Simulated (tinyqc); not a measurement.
Defect equilibria of an oxide against oxygen pressure (mass action): one step, computed by the program tinyqc. Command: `OMP_NUM_THREADS=1 python tinyqc.py 3020182 3020183 out.jsonl brouwer walk`. One thread of a shared host (Intel(R) Xeon(R) Processor @ 2.30GHz), about 0.01 s of CPU time with the checks.

Defects: oxygen vacancies V (charge +2), electrons n, holes p, the ionic partner X = O_i'' (charge -2), and the dopant. Activities are taken equal to concentrations.

Task: Conductivities. sigma_n = e n mu_n, sigma_p = e p mu_p, sigma_ion = 2 e [V] mu_V with mu_V = 2 e D/(k_B T) and D = D_0 exp(-E_m/k_B T); only the oxygen vacancies carry ionic current, and the ionic transport number is sigma_ion over the total.

Inputs (values chosen for the exercise, for a model oxide):

| quantity | value | unit |
|---|---|---|
| temperature T | 800 | K |
| electron mobility mu_n | 0.22 | cm^2/(V s) |
| hole mobility mu_p | 1.3 | cm^2/(V s) |
| vacancy diffusion prefactor D_0 | 0.055 | cm^2/s |
| vacancy migration energy E_m | 0.56 | eV |

Ionic disorder: anion Frenkel. Dopant (singly charged, fully ionised): donor.

n = 7.301612e+17 cm^-3

[V] = 8.066726e+13 cm^-3

p = 1132.211 cm^-3

Constants: k_B = 8.617333262e-05 eV/K; e = 1.602176634e-19 C.

Give: sigma_n; sigma_p; sigma_ion; total conductivity; ionic transport number.

Result:

sigma_n = 0.02574 S/cm

sigma_p = 2.358e-16 S/cm

sigma_ion = 1.223e-08 S/cm

total conductivity = 0.02574 S/cm

ionic transport number = 4.753e-07

The conductor is mainly n-type electronic here.
